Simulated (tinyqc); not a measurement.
Comparisons within one model: band offset of a heterojunction with an interface dipole (two-band chains, self-consistent charge). A value that a table varies takes the place of the one given here.

Sites alternate A, C. Left: A at -G1/2, C at +G1/2, hopping -t1; right: A at D - G2/2, C at D + G2/2, hopping -t2; the bonds across the two interfaces of a ring (C left to A right, C right to A left) have -sqrt(t1 t2). D is the offset of the mid-gaps, so Ev(right) - Ev(left) = D - (G2 - G1)/2 and Ec(right) - Ec(left) = D + (G2 - G1)/2. The closing bond has its sign reversed (antiperiodic ring). Half the levels are filled with two electrons each. The charge moved is q = (electrons on the left) less one a site; the mean over the two interfaces, q/2, is taken as the charge that crosses each, and its dipole opposes the offset: D = D0 - u q/2.

From here on the ring has 24 cells a side.

Inputs chosen for the exercise (gaps near those of SiC and SiO2; the chains and D0 are free models, so the offsets are not those of the real pair; not measured data):
- G1 = 3.17 eV (gap on the left)
- G2 = 8.94 eV (gap on the right)
- t1 = 2.13 eV (hopping on the left)
- t2 = 1.85 eV (hopping on the right)
- u = 6.2 eV (potential step per electron moved across)
- D0 = -0.6 eV (mid-gap of the right side above that of the left, without dipole)

## Where the moved charge sits

D = -0.51355 eV

Electrons in cell k from an interface at the self-consistent D, less those at D = 0. Interface 1 joins C left to A right, interface 2 C right to A left. The decay lengths 1/(2 kappa a) are those of mid-gap states, cosh(kappa a) = 1 + G^2/(8 t^2).

Change of the electron count:

| k | left of 1 | right of 1 | left of 2 | right of 2 |
|---|---|---|---|---|
| 1 | -0.01082 | 0.01255 | -0.01292 | 0.01497 |
| 2 | -0.00154 | 0.00016 | -0.00183 | 0.00020 |
| 3 | -0.00029 | 0.00000 | -0.00034 | 0.00000 |
| 4 | -0.00006 | 0.00000 | -0.00007 | 0.00000 |
| 5 | -0.00001 | 0.00000 | -0.00001 | 0.00000 |
| 6 | 0.00000 | 0.00000 | 0.00000 | 0.00000 |

decay lengths (cells): left 0.687, right 0.245

How do the results move?

Over six cells interface 1 moves -0.0127 electrons to the left side and +0.0127 to the right, interface 2 -0.0152 and +0.0152: each change is a dipole, and the two differ because the bonds join different sites. The first cells hold 92 % of it at interface 1. The tail is longer on the left, where the gap is smaller against the hopping: from k = 2 to 4 it falls by a factor 26.9, and pure mid-gap decay would give 18.4; the exponential carries a prefactor that falls as a power of the distance, so the first cells drop faster.

## Screening of the starting offset

chi = 0.053942 1/eV

D0 is varied; the self-consistent D is found by bisection. chi = dq/dD at D = 0; the linear rule is D = S D0 with S = 1/(1 + u chi/2). The gap of the junction closes (type III) at |D| = (G1 + G2)/2.

Against D0:

| 2 D0/(G1 + G2) | D0 (eV) | q at D0 | D (eV) | D/D0 | linear (eV) |
|---|---|---|---|---|---|
| -0.85 | -5.147 | -0.5443 | -4.0923 | 0.7951 | -4.4094 |
| -0.55 | -3.330 | -0.2393 | -2.7667 | 0.8308 | -2.8531 |
| -0.30 | -1.817 | -0.1066 | -1.5424 | 0.8491 | -1.5563 |
| -0.15 | -0.908 | -0.0500 | -0.7764 | 0.8548 | -0.7781 |
| 0.10 | 0.606 | 0.0330 | 0.5182 | 0.8559 | 0.5188 |
| 0.25 | 1.514 | 0.0866 | 1.2889 | 0.8514 | 1.2969 |
| 0.50 | 3.027 | 0.2069 | 2.5289 | 0.8353 | 2.5938 |
| 0.80 | 4.844 | 0.4763 | 3.8847 | 0.8020 | 4.1500 |
| 0.95 | 5.752 | 0.7088 | 4.4907 | 0.7807 | 4.9282 |

What can be read from the table?

D/D0 lies between 0.781 and 0.856, against S = 0.857 from chi at D = 0; the linear rule misses by at most 438 meV. q is odd in D. Less than half of the starting offset is screened, so the natural line-up still counts most.

## Wider gaps screen less

G2 is varied. chi = (q(+0.01) - q(-0.01))/0.02 at D = 0, S = 1/(1 + u chi/2).

Against G2:

| G2 (eV) | chi (1/eV) | S |
|---|---|---|
| 0.7 | 0.27602 | 0.5389 |
| 1.1 | 0.24549 | 0.5678 |
| 1.5 | 0.22124 | 0.5932 |
| 2.3 | 0.18364 | 0.6372 |
| 3.4 | 0.14580 | 0.6887 |
| 5.5 | 0.09759 | 0.7677 |
| 7.0 | 0.07470 | 0.8120 |
| 9.0 | 0.05342 | 0.8579 |

What does this show?

chi falls from 0.2760 to 0.0534 1/eV, a factor 5.2, and S rises from 0.539 to 0.858: charge crosses through the tails of states that tunnel into the other gap, and these shorten as the gap widens. u is kept fixed, though a wider gap also screens less and would raise it.

## What each parameter does

Self-consistent D by bisection, q there, and the two offsets. Each row changes one parameter from the base and keeps the others.

Results:

| case | D (eV) | q | valence offset (eV) | conduction offset (eV) |
|---|---|---|---|---|
| base | -0.5135 | -0.0279 | -3.3985 | 2.3715 |
| G1 = 3.645 eV | -0.5179 | -0.0265 | -3.1654 | 2.1296 |
| G2 = 10.281 eV | -0.5281 | -0.0232 | -4.0836 | 3.0274 |
| t1 = 2.449 eV | -0.5103 | -0.0289 | -3.3953 | 2.3747 |
| t2 = 2.127 eV | -0.5085 | -0.0295 | -3.3935 | 2.3765 |
| D0 = -0.69 eV | -0.5904 | -0.0321 | -3.4754 | 2.2946 |
| u = 7.13 eV | -0.5027 | -0.0273 | -3.3877 | 2.3823 |

How do the results move?

The largest shifts from the base row, up to three for each result and ties (the steps differ in size, so this ranks the rows, not the parameters). D (eV): D0 -0.0768, G2 -0.0146, u +0.0108. q: G2 +0.0047, D0 -0.0042, t2 -0.0016. valence offset (eV): G2 -0.6851, G1 +0.2332, D0 -0.0768. conduction offset (eV): G2 +0.6559, G1 -0.2418, D0 -0.0768.

Computed by tinyqc, a small Python program: `OMP_NUM_THREADS=1 python tinyqc.py 1450127 1450128 out.jsonl` (the numbers bound the seed that draws the inputs); one thread of a shared host (Intel(R) Xeon(R) Processor @ 2.30GHz), about 0.6 s for the whole set of steps.
